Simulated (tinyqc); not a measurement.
Resistance of a source-drain extension with a graded tip: abruptness at a fixed junction position.

y runs along the channel, the gate covers y > 0. The doping is N0 for y < y0 and N0 10^(-(y - y0)/la) beyond, uniform over the depth xj. Sheet conductance s(y) = q mu(N) max(N - Nch, 0) xj + (for y > 0) ma Cox Vo, with mu(N) = u0 + (u1 - u0)/(1 + (N/Nr)^au) and Cox = eps0 eox/tox. Current is taken as one-dimensional; depletion of the tip, spreading and the contact are left out. The metallurgical junction lies at yj, where N = Nch.

R_spacer = integral of dy/s from -Ls to 0, R_ov from 0 to yj, R_channel = (Lg - 2 yj)/(ma Cox Vo), R_total = 2 R_spacer + 2 R_ov + R_channel. Electrical length L_eff = ma Cox dR_total/d(1/Vo); R_series = R_total - L_eff/(ma Cox Vo). y0 is moved with la so that yj stays at 16.065 nm.

Parameters, values chosen for the exercise; mobility law close to that of electrons in silicon:
```
symbol   value        unit                                                               meaning
eox       22.4              relative permittivity of the gate insulator (close to hafnium oxide)
tox        6.9          nm                                                   insulator thickness
N0      7.6e19       cm^-3                      active doping of the extension far from the gate
xj           7          nm                                                depth of the extension
Nch     3.9e17       cm^-3                                                        channel doping
Ls          23          nm                                                         spacer length
Vo        0.78           V                                                        gate overdrive
ma         180  cm^2/(V s)                                    mobility of the gate-induced layer
u1        1414  cm^2/(V s)                                                mobility at low doping
u0        68.5  cm^2/(V s)                                               mobility at high doping
Nr      9.2e16       cm^-3                                                      reference doping
au       0.711                                                                          exponent
Lg          90          nm                                                           gate length
```

Constants: q = 1.602176634e-19 C, eps0 = 8.8541878128e-14 F/cm where lengths are in cm. Results are converted to the units shown.

The same in every row: yj (nm) = 16.06; R_channel (ohm um) = 143.4.

Result of one run:
```
la (nm/decade)	R_spacer (ohm um)	R_ov (ohm um)	R_total (ohm um)	L_eff (nm)	R_series (ohm um)
8.7	37.56	33.98	286.5	81.69	84.07
```

What becomes of these results when the lateral abruptness la is changed from 8.7 to 3.6 nm/decade, all else the same?

Result of the changed run:
```
la (nm/decade)	R_spacer (ohm um)	R_ov (ohm um)	R_total (ohm um)	L_eff (nm)	R_series (ohm um)
3.6	34.01	23.22	257.9	70.67	82.73
```

The whole series:
```
la (nm/decade)	R_spacer (ohm um)	R_ov (ohm um)	R_total (ohm um)	L_eff (nm)	R_series (ohm um)
1	34.01	17.19	245.8	64.67	85.56
2.3	34.01	20.21	251.8	67.67	84.15
3.6	34.01	23.22	257.9	70.67	82.73
4.9	34.01	26.23	263.9	73.67	81.32
6.1	34.01	29.01	269.4	76.44	80.01
7.4	34.18	31.96	275.7	79.41	78.92
8.7	37.56	33.98	286.5	81.69	84.07
10	45.51	35.21	304.9	83.24	98.60
```

As la goes from 1 to 10 nm/decade, R_total rises from 246 to 305 ohm um, R_spacer rises from 34.0 to 45.5 ohm um and R_ov rises from 17.2 to 35.2 ohm um. R_total changes on average by 6.56 ohm um for each nm/decade. L_eff exceeds the metallurgical length by 6.80 nm in the first row and 25.4 nm in the last, since the gate also controls the lightly doped tips.

Numbers from tinyqc (`OMP_NUM_THREADS=1 python tinyqc.py 2282130 2282131 out.jsonl`; about 0.03 s on one thread of a shared Intel Xeon 2.30GHz).
